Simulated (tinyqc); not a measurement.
Long-channel MOSFET, surface-potential model: two steps of the calculation.

n-channel transistor on a uniformly doped p-type body, gradual-channel approximation, constant mobility, Boltzmann statistics, full ionisation. Potentials are counted from the neutral body; V is the electron quasi-Fermi potential, Vsb at the source and Vsb + Vds at the drain. Charges are magnitudes per area.

Parameters, values chosen for the exercise; material values close to those of silicon: temperature T = 300 K; flat-band voltage Vfb = -0.6 V; channel mobility mu = 440 cm^2/(V s); gate width W = 20 um; gate length L = 1 um; source-body reverse bias Vsb = 1 V; gate-source voltage Vgs = 1.07 V; drain-source voltage Vds = 0.8 V.

Constants: q = 1.602176634e-19 C, kB = 1.380649e-23 J/K, Vt = kB T/q. Results are converted to the units shown.

Question 1. Inversion charge along the channel. The surface potential psi at channel potential V solves Vgs + Vsb - Vfb - psi = gamma sqrt(G), G = psi - Vt + Vt exp((psi - 2 phiF - V)/Vt). Charge sheet: Qi = Cox gamma [sqrt(G) - sqrt(psi - Vt)]. Pao-Sah: Qi = (Cox gamma/2) integral from 3 Vt to psi of exp((u - 2 phiF - V)/Vt)/sqrt(G(u, V)) du.

V, point 0 to 10 (V): [1, 1.08, 1.16, 1.24, 1.32, 1.4, 1.48, 1.56, 1.64, 1.72, 1.8]
phiF = 0.45343792 V
Cox = 0.56984645 uF/cm^2
gamma = 0.55141216 V^0.5

Find: psi; Qi, charge sheet; Qi, Pao-Sah.

Answer 1.

psi, point 0 to 10 (V): [1.9081, 1.9123, 1.9126, 1.9126, 1.9126, 1.9126, 1.9126, 1.9126, 1.9126, 1.9126, 1.9126]
Qi, charge sheet, point 0 to 10 (nC/cm^2): [3.0898, 0.16548, 0.0075638, 3.4275e-4, 1.5526e-5, 7.0324e-7, 3.1854e-8, 1.4429e-9, 6.5356e-11, 2.9603e-12, 1.3409e-13]
Qi, Pao-Sah, point 0 to 10 (nC/cm^2): [3.1114, 0.16664, 0.0076167, 3.4515e-4, 1.5634e-5, 7.0816e-7, 3.2077e-8, 1.4530e-9, 6.5813e-11, 2.9811e-12, 1.3503e-13]

At the source the charge-sheet charge is 0.70 % below the Pao-Sah one.

Question 2. Pao-Sah current by Simpson's rule. I = mu (W/L) integral of Qi dV; Simpson's rule on the 11 points, step Vds/10, weights 1, 4, 2, ..., 4, 1 times step/3.

Qi, Pao-Sah, point 0 to 10 (nC/cm^2): [3.1113852, 0.16663974, 0.0076167154, 3.4514897e-4, 1.5634136e-5, 7.0816327e-7, 3.2076913e-8, 1.4529535e-9, 6.5812876e-11, 2.9810552e-12, 1.3502966e-13]

Give: Pao-Sah current.

Answer 2.

Pao-Sah current = 0.89046 uA

Gauss-Legendre quadrature on many points gives 0.7705 uA, so this value is 16 % above it; the charge-sheet current, 0.7643 uA, is 0.80 % below it.

Numbers from tinyqc (`OMP_NUM_THREADS=1 python tinyqc.py 2360163 2360164 out.jsonl`; about 0.06 s on one thread of a shared Intel Xeon 2.30GHz).
